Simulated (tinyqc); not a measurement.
Pressure-driven transition between two phases with analytic equations of state: one step, computed by the program tinyqc. Command: `OMP_NUM_THREADS=1 python tinyqc.py 3001375 3001376 out.jsonl transition walk`. One thread of a shared host (Intel(R) Xeon(R) Processor @ 2.30GHz), about 0.03 s of CPU time with the checks.

Each phase obeys E = E0 + (9 V0 B0/16) [y^3 B' + y^2 (2 - 4 y)], y = (V0/V)^(2/3) - 1; P = (3 B0/2) (x^7 - x^5) [1 + (3/4)(B' - 4)(x^2 - 1)], x = (V0/V)^(1/3); E0 = 0 for phase 1 and Delta E0 for phase 2. H = E + P V.

Problem. Shift with temperature. Start from P = Delta E0/(V0 of phase 1 - V0 of phase 2); at each P solve P(V) = P for both phases and step P(new) = P - (H_2 - H_1)/(V_2 - V_1); stop when |H_2 - H_1| < 1e-10 eV. At the zero-temperature transition the volume change is V_2/V_1 - 1 and the work is P (V_1 - V_2). At T the condition is H_2 - H_1 - T Delta S = 0, with Delta S constant and thermal expansion left out; the Clausius-Clapeyron slope is dP/dT = Delta S/(V_2 - V_1) at the zero-temperature point.

Inputs (values chosen for the exercise, for two model phases):
```
quantity,value,unit
volume V0 of phase 1,23.3,angstrom^3/atom
B0 of phase 1,79.1,GPa
B' of phase 1,5.2,-
volume V0 of phase 2,19.9,angstrom^3/atom
B0 of phase 2,80.4,GPa
B' of phase 2,4.45,-
"energy of phase 2 above phase 1, Delta E0",0.11,eV/atom
"entropy of phase 2 less phase 1, Delta S",0.53,k_B/atom
temperature T,300,K
```

Equation of state: Birch-Murnaghan.

V_2 at the transition = 18.77178 angstrom^3

V_1 at the transition = 21.98511 angstrom^3

transition pressure = 5.344515 GPa

Constants: k_B = 8.617333262e-05 eV/K; 1 eV/angstrom^3 = 160.2176634 GPa.

Give: Clapeyron slope; transition pressure at T; linear estimate at T.

Solution.

Clapeyron slope = -2.2772 MPa/K

transition pressure at T = 4.6633 GPa

linear estimate at T = 4.6614 GPa

The dense phase has the higher entropy, so heating lowers the transition pressure. Caution: a constant Delta S holds only at high temperature; it vanishes as T goes to 0, so the shift counted from T = 0 is somewhat too large.
